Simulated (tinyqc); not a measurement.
Worked calculation: Jacobi rotations on a symmetric matrix. Computed by tinyqc, a small Python program that keeps every step. Settings: method = jacobi. Command: `OMP_NUM_THREADS=1 python tinyqc.py 22934 22935 out.jsonl` (the two numbers bound the seeds that draw the settings). One thread of a shared host (Intel(R) Xeon(R) Processor @ 2.60GHz), about 0.01 s of CPU time with the checks.

## Jacobi rotation 1

A:
```
         1        2        3        4        5        6
1   1.9080   0.1630   0.0290  -0.7250  -0.1320  -1.1200
2   0.1630   2.4190   1.7880  -1.6370   0.5670   0.2090
3   0.0290   1.7880   2.4750   0.0300   0.7100  -0.6470
4  -0.7250  -1.6370   0.0300   3.3690  -0.2830   0.6920
5  -0.1320   0.5670   0.7100  -0.2830   3.4230  -0.2260
6  -1.1200   0.2090  -0.6470   0.6920  -0.2260   3.4560
```

Take the largest off-diagonal element A_pq; tan 2 theta = 2 A_pq / (A_qq - A_pp) with |theta| <= pi/4; A' = J^T A J with J_pp = J_qq = cos, J_pq = sin, J_qp = -sin.

p, q, theta (rad): 2.0000  3.0000  0.7776

A':
```
         1        2        3        4        5        6
1   1.9080   0.0958   0.1350  -0.7250  -0.1320  -1.1200
2   0.0958   0.6588   0.0000  -1.1876  -0.0940   0.6028
3   0.1350   0.0000   4.2352  -1.1271   0.9037  -0.3144
4  -0.7250  -1.1876  -1.1271   3.3690  -0.2830   0.6920
5  -0.1320  -0.0940   0.9037  -0.2830   3.4230  -0.2260
6  -1.1200   0.6028  -0.3144   0.6920  -0.2260   3.4560
```

## Jacobi rotation 2

As before.

p, q, theta (rad): 2.0000  4.0000  -0.3598

A':
```
         1        2        3        4        5        6
1   1.9080  -0.1656   0.1350  -0.7123  -0.1320  -1.1200
2  -0.1656   0.2120  -0.3968   0.0000  -0.1877   0.8079
3   0.1350  -0.3968   4.2352  -1.0549   0.9037  -0.3144
4  -0.7123   0.0000  -1.0549   3.8158  -0.2318   0.4354
5  -0.1320  -0.1877   0.9037  -0.2318   3.4230  -0.2260
6  -1.1200   0.8079  -0.3144   0.4354  -0.2260   3.4560
```

## All rotations

The off-diagonal norm falls at every rotation.

Rotations:
```
step    p    q      theta  off-diagonal norm
1       2    3     0.7776           3.58e+00
2       2    4    -0.3598           3.16e+00
3       1    6    -0.4830           2.73e+00
4       3    4     0.6873           2.29e+00
5       3    5    -0.3947           1.95e+00
6       2    6     0.1961           1.60e+00
7       3    6     0.4446           1.17e+00
8       4    5     0.7031           1.05e+00
9       1    5    -0.2081           8.34e-01
10      2    5    -0.0886           7.13e-01
11      5    6     0.5175           5.94e-01
...   ...  ...        ...                ...
38      4    5   1.47e-04           2.19e-05
39      2    3  -1.71e-06           1.67e-05
40      3    6  -5.21e-06           9.96e-06
41      2    4   2.29e-06           5.03e-06
42      3    4   9.93e-07           2.27e-06
43      5    6  -1.83e-06           1.48e-06
44      4    6   7.31e-07           3.95e-07
45      2    5  -8.14e-08           8.01e-08
46      1    2  -3.95e-08           3.99e-08
47      1    3   5.71e-09           1.45e-08
48      1    4  -7.25e-09           6.98e-10
```

eigenvalues: -0.0142  1.2283  2.6367  3.3512  4.0170  5.8311
